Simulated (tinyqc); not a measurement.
Froehlich polaron in a polar crystal: one step, computed by the program tinyqc.

One electron in a parabolic band of mass m*, coupled to dispersionless LO phonons in the continuum model. Energies are in units of hbar omega unless marked, wave numbers in k_0 = sqrt(2 m* omega/hbar).

Question. Coupling constant and length scale. 1/eps* = 1/eps_inf - 1/eps_s; k_0 = sqrt(2 m* omega/hbar) = sqrt(m* hbar omega / (hbar^2/(2 m_0))) with m* in m_0; alpha = (e^2/(4 pi eps_0)) k_0/(2 eps* hbar omega); polaron length 1/k_0.

Inputs (values chosen for the exercise, modelled on cadmium telluride):
```
quantity                           value  unit
band mass m*                      0.0961   m_0
LO phonon energy hbar omega         20.8   meV
eps_inf                             7.11     -
static dielectric constant eps_s    10.2     -
```

Constants: hbar^2/(2 m_0) = 3.80998212 eV angstrom^2; e^2/(4 pi eps_0) = 14.39964548 eV angstrom.

Give: eps*; k_0; coupling constant alpha; polaron length 1/k_0.

Answer.

eps* = 23.470

k_0 = 0.022905 1/angstrom

coupling constant alpha = 0.33782

polaron length 1/k_0 = 43.658 angstrom

Weak coupling: perturbation theory should serve.
